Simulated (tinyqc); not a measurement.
Born-von Karman spring model of a cubic crystal with one atom per cell. Inputs raised by 5 %, one at a time. Computed by tinyqc, a small Python program. Command: `OMP_NUM_THREADS=1 python tinyqc.py 3017980 3017981 out.jsonl springs sens`. One thread of a shared host (Intel(R) Xeon(R) Processor @ 2.30GHz), about 0.3 s of CPU time with the checks.

First neighbours lie at a/2 (1,1,0) (12 of them), second at a (1,0,0) (6), with all permutations and signs; the volume per atom is Omega = a^3/4. Two shells of springs match a real metal only roughly, above all at the zone boundary.

Inputs (values chosen for the exercise, modelled on silver): lattice constant a = 4.09 angstrom; atomic mass M = 107.87 u; radial spring k1L = 1.5 eV/angstrom^2; transverse spring k1T = -0.1 eV/angstrom^2; radial spring k2L = 0.011 eV/angstrom^2; transverse spring k2T = -0.011 eV/angstrom^2; mesh divisions n = 10; temperature T = 50 K.

Lattice: fcc.

Constants: 1 eV/angstrom^3 = 160.2176634 GPa; nu for 1 eV/(angstrom^2 u) = 15.6333042 THz; h x 1 THz = 4.135667696 meV; k_B = 8.617333262e-05 eV/K; hbar^2/u = 4.18015928e-03 eV angstrom^2.

Method:
- [ij,kl] = (1/(2 Omega)) sum_R K_ij R_k R_l; C11 = [xx,xx], C44 = [xx,yy], C12 = 2 [xy,xy] - C44; B = (C11 + 2 C12)/3; Zener ratio A = 2 C44/(C11 - C12). K(R) = kL n n^T + kT (1 - n n^T).
- A neighbour at R with unit vector n couples by the matrix K(R) = kL n n^T + kT (1 - n n^T), and D(q) = (1/M) sum_R K(R) [1 - cos(q.R)].
- An eigenvalue lambda of D in eV/(angstrom^2 u) gives nu = 15.6333042 THz x sqrt(lambda).
- Take the highest frequency at X = (1, 0, 0) (2 pi/a).
- Mesh: q = sum_i (m_i + 1/2)/n b_i, m_i = 0..n-1, with b = [[-1, 1, 1], [1, -1, 1], [1, 1, -1]] in 2 pi/a; sums are averages over the n^3 points, per atom.
- With x = h nu/(k_B T) and n = 1/(exp(x) - 1) for each mode: F = k_B T [x/2 + ln(1 - exp(-x))], U = k_B T x (n + 1/2), S/k_B = x n - ln(1 - exp(-x)), C/k_B = x^2 n (n + 1).
- <u_x^2> = (1/3) sum over modes of hbar^2/(2 M h nu) coth(x/2); zero-point energy = sum h nu/2. <u_x^2> converges slowly with the mesh, from below, with an error of order 1/n.

Runs:
```
input moved                              from       to  C44 (GPa)  highest frequency at X (THz)  entropy S (k_B/atom)  <u_x^2> (angstrom^2)
base run                                    -        -     45.284                        5.0374               0.77009             0.0022128
lattice constant a (angstrom)            4.09   4.2945     43.128                        5.0374               0.77009             0.0022128
atomic mass M (u)                      107.87  113.264     45.284                        4.9160               0.80619             0.0021856
radial spring k1L (eV/angstrom^2)         1.5    1.575     48.222                        5.1706               0.72531             0.0021086
radial spring k2L (eV/angstrom^2)       0.011  0.01155     45.284                        5.0374               0.76977             0.0022118
transverse spring k1T (eV/angstrom^2)    -0.1   -0.105     44.696                        5.0284               0.78045             0.0022414
temperature T (K)                          50     52.5     45.284                        5.0374               0.84330             0.0022673
```

Exponents ln(y'/y) / ln(x'/x):
```
input                     C44  highest frequency at X  entropy S  <u_x^2>
lattice constant a     -1.000                   0.000      0.000    0.000
atomic mass M           0.000                  -0.500      0.939   -0.254
radial spring k1L       1.288                   0.535     -1.228   -0.988
radial spring k2L       0.000                   0.000     -0.009   -0.010
transverse spring k1T  -0.268                  -0.037      0.274    0.263
temperature T           0.000                   0.000      1.861    0.499
```

Among the inputs moved here: C44 answers most in size to radial spring k1L (exponent +1.288), next to lattice constant a (-1.000); its exponent is below 0.0005 for atomic mass M, radial spring k2L, temperature T. Its exponent -1.000 in lattice constant a: at fixed springs C scales as k/a. Highest frequency at X answers most in size to radial spring k1L (exponent +0.535), next to atomic mass M (-0.500); its exponent is below 0.0005 for lattice constant a, radial spring k2L, temperature T. Its exponent -0.500 in atomic mass M: every frequency scales as M^(-1/2). Entropy S answers most in size to temperature T (exponent +1.861), next to radial spring k1L (-1.228); its exponent is below 0.0005 for lattice constant a. <u_x^2> answers most in size to radial spring k1L (exponent -0.988), next to temperature T (+0.499); its exponent is below 0.0005 for lattice constant a.

Extremes, crossings and ranges named in words are read from the listed rows.
